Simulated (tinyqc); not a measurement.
# Small-signal admittance of a forward-biased p+-n diode: two studies

Holes injected into a neutral base of width wb with an ohmic contact at its end; low injection, p0 far above the equilibrium density. A small voltage v exp(i w t), w = 2 pi f, modulates the edge density by p0 v/Vt, and the small-signal density obeys Dp d2p/dx2 = (1/tau + i w) p.

Inputs (values chosen for the exercise); permittivity close to that of silicon: temperature T = 300 K; relative permittivity eps_r = 11.7; donor density of the base Nd = 1.7e15 cm^-3; hole diffusion coefficient Dp = 9.6 cm^2/s; hole lifetime tau = 4e-7 s; width of the neutral base wb = 53 um; excess hole density at the junction edge p0 = 2.9e12 cm^-3; acceptor density of the p+ side Na = 1e19 cm^-3; series resistance Rs = 0.0007 ohm cm^2; signal frequency f = 1.2e6 Hz.

Constants: q = 1.602176634e-19 C, kB = 1.380649e-23 J/K, Vt = kB T/q, eps0 = 8.8541878128e-14 F/cm where lengths are in cm. Results are converted to the units shown.

Each table varies one quantity; the others keep the values above.

## Admittance against frequency

L = sqrt(Dp tau); direct current J = (q Dp p0/L) coth(wb/L); k = sqrt(1 + i w tau)/L; diffusion admittance Y = (q Dp p0/Vt) k coth(k wb) = G + i w C_diff; junction capacitance C_j = sqrt(q eps0 eps_r Nd/(2 Vr)) in the depletion approximation, with the remaining barrier Vr = Vt ln(Na/p0), a rough value under forward bias; base-width modulation is left out. Measured admittance 1/[Rs + 1/(Y + i w C_j)].

The same in every row: C_j (uF/cm^2) = 0.01904.

Admittance against frequency:

| f (Hz) | w tau | G (S/cm^2) | C_diff (uF/cm^2) | measured G (S/cm^2) | measured C (uF/cm^2) | phase of the measured Y (degrees) |
|---|---|---|---|---|---|---|
| 1000 | 0.002513 | 0.08884 | 0.01691 | 0.08883 | 0.03594 | 0.1457 |
| 6000 | 0.01508 | 0.08884 | 0.01691 | 0.08884 | 0.03594 | 0.8739 |
| 20000 | 0.05027 | 0.08886 | 0.01690 | 0.08886 | 0.03594 | 2.910 |
| 1e5 | 0.2513 | 0.08938 | 0.01683 | 0.08938 | 0.03587 | 14.15 |
| 4e5 | 1.005 | 0.09655 | 0.01583 | 0.09654 | 0.03486 | 42.22 |
| 2e6 | 5.027 | 0.1541 | 0.01006 | 0.1542 | 0.02909 | 67.13 |
| 7e6 | 17.59 | 0.2687 | 0.005771 | 0.2694 | 0.02480 | 76.13 |
| 3e7 | 75.40 | 0.5442 | 0.002849 | 0.5559 | 0.02187 | 82.32 |
| 1e8 | 251.3 | 0.9890 | 0.001568 | 1.105 | 0.02058 | 85.11 |

Read the table: what changes, and by how much?

G starts at J/Vt = 0.0888 S/cm^2 and C_diff at (J tau/(2 Vt))(1 - 2 x/sinh 2x) = 0.0169 uF/cm^2, x = wb/L = 2.70. Between the last two rows G goes as f^(0.50) and C_diff as f^(-0.50); the limits are 1/2 and -1/2, reached when the signal penetrates only sqrt(Dp/w). The measured C is 0.012 % below C_diff + C_j in the first row and 0.15 % below it in the last, the difference being due to Rs.

## Effect of the hole lifetime

Same model as above.

The same in every row: C_j (uF/cm^2) = 0.01904.

Result of one run:

| tau (s) | w tau | G (S/cm^2) | C_diff (uF/cm^2) | measured G (S/cm^2) | measured C (uF/cm^2) | phase of the measured Y (degrees) |
|---|---|---|---|---|---|---|
| 2e-6 | 15.08 | 0.1120 | 0.01390 | 0.1121 | 0.03293 | 65.71 |

What becomes of these results when the hole lifetime tau is changed from 2e-6 to 9e-8 s, all else the same?

Result of the changed run:

| tau (s) | w tau | G (S/cm^2) | C_diff (uF/cm^2) | measured G (S/cm^2) | measured C (uF/cm^2) | phase of the measured Y (degrees) |
|---|---|---|---|---|---|---|
| 9e-8 | 0.6786 | 0.1951 | 0.007949 | 0.1951 | 0.02698 | 46.20 |

The whole series:

| tau (s) | w tau | G (S/cm^2) | C_diff (uF/cm^2) | measured G (S/cm^2) | measured C (uF/cm^2) | phase of the measured Y (degrees) |
|---|---|---|---|---|---|---|
| 4e-9 | 0.03016 | 0.8806 | 0.001761 | 0.8801 | 0.02078 | 10.09 |
| 2e-8 | 0.1508 | 0.3949 | 0.003927 | 0.3948 | 0.02295 | 23.67 |
| 9e-8 | 0.6786 | 0.1951 | 0.007949 | 0.1951 | 0.02698 | 46.20 |
| 4e-7 | 3.016 | 0.1273 | 0.01220 | 0.1273 | 0.03124 | 61.60 |
| 2e-6 | 15.08 | 0.1120 | 0.01390 | 0.1121 | 0.03293 | 65.71 |
| 9e-6 | 67.86 | 0.1093 | 0.01426 | 0.1093 | 0.03329 | 66.47 |
| 4e-5 | 301.6 | 0.1087 | 0.01434 | 0.1087 | 0.03337 | 66.64 |

As tau goes from 4e-9 to 4e-5, G falls from 0.881 to 0.109 S/cm^2, C_diff rises from 0.00176 to 0.0143 uF/cm^2 and the measured C rises from 0.0208 to 0.0334 uF/cm^2. C_diff stays below C_j.

tinyqc, about 0.01 s, one thread, Intel Xeon 2.30GHz (shared host): `OMP_NUM_THREADS=1 python tinyqc.py 2890169 2890170 out.jsonl`
